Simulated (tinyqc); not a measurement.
## Scale length and barrier from the threshold roll-off

Question. For L well above Lambda the threshold falls by 2 m sqrt(A (A + Vds)) exp(-pi L/(2 Lambda)), A being the height of the source potential over the barrier top; the two values follow this form. Find Lambda and A.

Values chosen for this exercise:
- m = 1.12 (long-channel body factor)
- Vds = 0.5 V (drain voltage)

threshold lowering at L = 60 and 97 nm (mV): [39.383866, 5.7524635]

Answer. The ratio of the two values gives Lambda; the prefactor gives A (A + Vds), a quadratic with one positive root.

Lambda = 30.2 nm
A = 0.220 V

Program tinyqc, `OMP_NUM_THREADS=1 python tinyqc.py 2420014 2420015 out.jsonl`; Intel Xeon 2.30GHz, shared host, one thread, about 0.01 s.
